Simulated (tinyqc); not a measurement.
From results to parameters: Luttinger model of the valence bands. Computed by the program tinyqc.

Problem. In the four-band Luttinger model 1/m = g1 -/+ 2 g2 along [100] and g1 -/+ 2 g3 along [111]. Find g1, g2, g3 and the light hole mass along [111].

heavy and light hole masses along [100] (electron masses): 0.333333  0.066667
heavy hole mass along [111] = 0.308642 electron masses

Solution. The mean of the two inverse masses along [100] is g1 and a quarter of their difference is g2; g3 = (g1 - 1/m_hh[111])/2.

g1, g2, g3: 9.0000  3.0000  2.8800
light hole mass along [111] = 0.0678 electron masses
